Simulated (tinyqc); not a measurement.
From results to parameters: minimal-basis H2. Computed by the program tinyqc with PySCF.

Problem. For two electrons in the two orbitals of minimal-basis H2, the CIS energies are e2 - e1 - J12 + 2 K12 and e2 - e1 - J12, and E_corr = D - sqrt(D^2 + K12^2) with 2D the energy of the double excitation. Find J12, K12, D, the MP2 energy and the weight of the double excitation.

orbital gap e2 - e1 = 0.52489310 hartree
CIS singlet and triplet energies (hartree): 0.448931  -0.024539
FCI correlation energy = -0.10346956 hartree

Solution. Half the singlet-triplet splitting is K12, the gap less the triplet energy is J12, D = (E_corr^2 - K12^2)/(2 E_corr), MP2 is -K12^2/(2 gap), and the weight is c^2/(1 + c^2) with c = E_corr/K12.

J12, K12, D (hartree): 0.549  0.237  0.219
MP2 correlation energy = -0.05339 hartree
weight of the double excitation = 0.160
